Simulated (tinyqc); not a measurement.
Holstein polaron on two sites: one step, computed by the program tinyqc. Command: `OMP_NUM_THREADS=1 python tinyqc.py 3020567 3020568 out.jsonl holstein walk`. One thread of a shared host (Intel(R) Xeon(R) Processor @ 2.30GHz), about 0.01 s of CPU time with the checks.

One electron on sites 1 and 2: H = -t (c1+ c2 + c2+ c1) + hbar omega sum_i b_i+ b_i - g hbar omega sum_i n_i (b_i + b_i+). The symmetric phonon shifts the energy by -g^2 hbar omega/2 and drops out; with b = (b_1 - b_2)/sqrt(2) there remains H = -t sigma_x + hbar omega b+ b - (g hbar omega/sqrt(2)) sigma_z (b + b+). Parity splits it into blocks p = +1 and -1 over phonon numbers n. Zero-point energies are left out. Weights Z refer to mode b alone; the displaced symmetric mode multiplies the full zero-phonon weight by exp(-g^2/2).

Question. Energy scales. Polaron binding energy E_p = g^2 hbar omega; ratio E_p/t (the adiabatic potential has two wells when it exceeds 1); adiabaticity hbar omega/t.

Inputs (values chosen for the exercise, for a model dimer): hopping t = 21 meV; phonon energy hbar omega = 53.8 meV; coupling g = 1.47.

Give: E_p; E_p/t; hbar omega/t.

Answer.

E_p = 116.3 meV

E_p/t = 5.53602

hbar omega/t = 2.562
